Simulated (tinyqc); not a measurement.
Worked calculation: surface photovoltage measurement of the minority-carrier diffusion length in a wafer. Computed by tinyqc, a small Python program that keeps every step. Command: `OMP_NUM_THREADS=1 python tinyqc.py 3130044 3130045 out.jsonl spv walk`. One thread of a shared host (Intel(R) Xeon(R) Processor @ 2.30GHz), about 0.01 s of CPU time with the checks. Intermediate numbers are printed to about 7 digits and carried at full precision; extremes and crossings named in words are read from the listed rows.

Low injection, steady light, a depletion layer much thinner than 1/alpha and L. The excess density dn is taken at the front edge of the neutral region; light that reaches the back is lost.

Inputs (values chosen for the exercise, modelled on p-type silicon at room temperature):

| quantity | value | unit |
|---|---|---|
| diffusion length L | 220 | micrometre |
| wafer thickness W | 300 | micrometre |
| diffusivity D | 33 | cm^2/s |
| front recombination velocity S_f | 2500 | cm/s |
| back recombination velocity S_b | 39000 | cm/s |
| photon flux entering | 1.1e+12 | 1/(cm^2 s) |
| minority density at the surface barrier scale n_0 | 6.8e+10 | 1/cm^3 |
| temperature T | 298 | K |
| wavelength | 991 | nm |
| relative noise of each reading | 0.5 | % |
| diffusion length after pair splitting over L | 0.56 | - |
| iron factor C | 1.03e+16 | micrometre^2/cm^3 |

Constants: k_B = 8.617333262e-05 eV/K.

## One wavelength

alpha = (84.732/lambda - 76.417)^2 per cm with lambda in micrometre (an empirical fit for silicon between 0.7 and 1.05 micrometre). Thick wafer: dn = Phi L/((S_f + D/L)(L + 1/alpha)). Finite wafer, with s = S_b L/D, w = W/L, a = alpha L: dn = [Phi a/(a^2 - 1)] [a - B - exp(-alpha W)(a - s)/(cosh w + s sinh w)]/(S_f + B D/L), B = (sinh w + s cosh w)/(cosh w + s sinh w). Photovoltage V = (k_B T/e) ln(1 + dn/n_0). Lifetime = L^2/D.

alpha = 82.52839 1/cm

penetration depth 1/alpha = 121.1704 micrometre

dn, thick wafer = 1.773307e+08 1/cm^3

B = 1.128912

dn, finite wafer = 1.509227e+08 1/cm^3

photovoltage V = 0.05693160 mV

lifetime = 14.66667 microsecond

## The linear plot

normal deviates g for the noise: -0.77  -0.43  -0.39  -0.32  0.20  -0.72  -0.23

Readings y = (Phi/dn) (1 + noise x g) at 780, 830, 880, 920, 950, 975 and 995 nm; a least-squares line y = c (1/alpha + L_app) gives L_app = intercept/slope.

Readings:

| lambda (nm) | 1/alpha (micrometre) | y (cm/s) | line (cm/s) |
|---|---|---|---|
| 780 | 9.6364 | 4386.096 | 4340.774 |
| 830 | 15.1760 | 4516.132 | 4485.080 |
| 880 | 25.3298 | 4746.673 | 4749.588 |
| 920 | 40.6576 | 5109.406 | 5148.878 |
| 950 | 61.2783 | 5640.088 | 5686.050 |
| 975 | 90.9173 | 6407.612 | 6458.148 |
| 995 | 130.8877 | 7561.889 | 7499.380 |

slope = 26.05009 cm/(s micrometre)

apparent length L_app = 156.9954 micrometre

error of L_app (rounded to 0.001) = -28.638 %

Without noise the error would be -28.5 %, from the finite thickness at W/L = 1.4. S_f scales all readings alike and leaves L_app unchanged.

## Where the wafer is too thin

No noise; L is varied at fixed W, and the last two columns set S_b to 0 and to 1e7 cm/s.

Apparent length (micrometre):

| L | W/L | given S_b | S_b = 0 | S_b = 1e7 |
|---|---|---|---|---|
| 15 | 20.00000 | 15.0000 | 15.0000 | 15.0000 |
| 30 | 10.00000 | 29.9994 | 30.0002 | 29.9992 |
| 60 | 5.00000 | 59.7561 | 60.1245 | 59.7045 |
| 90 | 3.33333 | 87.4961 | 91.4946 | 87.1273 |
| 150 | 2.00000 | 129.5128 | 163.5435 | 127.7523 |
| 240 | 1.25000 | 162.5511 | 292.8111 | 158.7880 |
| 390 | 0.76923 | 183.0187 | 510.8807 | 177.5992 |
| 630 | 0.47619 | 192.5200 | 759.6727 | 186.2237 |
| 1200 | 0.25000 | 197.2081 | 993.4097 | 190.4541 |

With a fast back surface L_app levels off, at 190 micrometre in the last row; with a passive one it reaches up to 1.31 times L among these rows and is 993 in the last. All three columns are within 5 % of L down to W/L = 3.3.

## Iron from two lengths

Splitting iron-boron pairs in boron-doped silicon shortens L; with nothing else changing, [Fe] = C (1/L_after^2 - 1/L^2). It is evaluated with the true lengths and with the apparent ones (without noise), which differ when the wafer is not thick against L.

L_after = 123.2 micrometre

[Fe] from the true lengths = 4.657931e+11 1/cm^3

[Fe] from the apparent lengths = 3.881424e+11 1/cm^3

bias, apparent over true less 1 (rounded to 0.001) = -16.671 %

Checks made by the program: dn against a finite-difference solution (relative difference 8e-08).
